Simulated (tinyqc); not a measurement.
Orbital energy against energy difference: ionisation energy by orbital energies and by energy differences in the 6-31g* basis, for H6, spin multiplicity 1. Computed by the program tinyqc with PySCF. The cation is unrestricted; errors are against CCSD(T) in this basis, not against experiment.

Geometry (angstrom):
```
atom       x       y       z
H     0.0000  0.0000  0.0000
H     0.0000  0.0000  0.7120
H     0.0000  0.0000  1.6840
H     0.0000  0.0000  2.3960
H     0.0000  0.0000  3.3670
H     0.0000  0.0000  4.0790
```

CCSD(T) difference in the same basis = 11.5841 eV

IP-EOM-CCSD = 11.6067 eV

First vertical ionisation energy (eV):
```
method     -e(HOMO)  E(cation) - E  error of -e(HOMO)  error of the difference
HF           12.072       11.25914              0.488                   -0.325
LDA           7.116       11.22920             -4.468                   -0.355
PBE           7.205       11.31297             -4.379                   -0.271
B3LYP         8.422       11.62446             -3.162                    0.040
PBE0          8.586       11.54855             -2.998                   -0.036
CAM-B3LYP     9.964       11.66292             -1.620                    0.079
LC-wPBE      11.288       11.74545             -0.296                    0.161
```

What does the comparison show, and why?

Koopmans errs by +0.49 eV and Delta-HF by -0.32 eV: relaxation, 0.81 eV, lowers the value and the missing correlation difference works against it. The PBE level is off by -4.4 eV through the wrong tail of its potential, though its energy difference is off by -0.27 eV; exact exchange deepens the level, and among the orbital energies LC-wPBE comes closest; among the differences PBE0 does.
